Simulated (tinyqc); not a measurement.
Inversion-layer mobility, back-scattering and ballistic limit of a field-effect transistor: one step, computed by the program tinyqc.

The charge at the top of the source barrier is fixed by the gate; series resistance and short-channel effects are left out. F_j are Fermi integrals normalised to exp(eta) in the classical limit.

Question. Effective mobility. mu_phonon = mu_ph (E_eff/1 MV/cm)^(-0.3) (T/300 K)^(-1.75); mu_rough = mu_sr (E_eff/1 MV/cm)^(-2); mu_Coulomb = mu_C (N_inv/1e12 cm^-2) (T/300 K); Matthiessen's rule adds 1/mu.

Inputs (values chosen for the exercise, modelled on a 4H-SiC n-channel):
```
quantity                                     value        unit
phonon mobility at 1 MV/cm and 300 K, mu_ph     94  cm^2/(V s)
roughness mobility at 1 MV/cm, mu_sr            66  cm^2/(V s)
Coulomb mobility at N_inv = 1e12/cm^2, mu_C     37  cm^2/(V s)
temperature T                                   77           K
```

Statistics at the top of the barrier: Fermi-Dirac.

inversion density N_inv = 1.953219e+12 1/cm^2

effective field E_eff = 0.7977917 MV/cm

Give: phonon part; roughness part; Coulomb part; effective mobility mu.

Answer.

phonon part = 1086.8 cm^2/(V s)

roughness part = 103.70 cm^2/(V s)

Coulomb part = 18.549 cm^2/(V s)

effective mobility mu = 15.510 cm^2/(V s)

The Coulomb part is the lowest and holds 84 % of 1/mu.
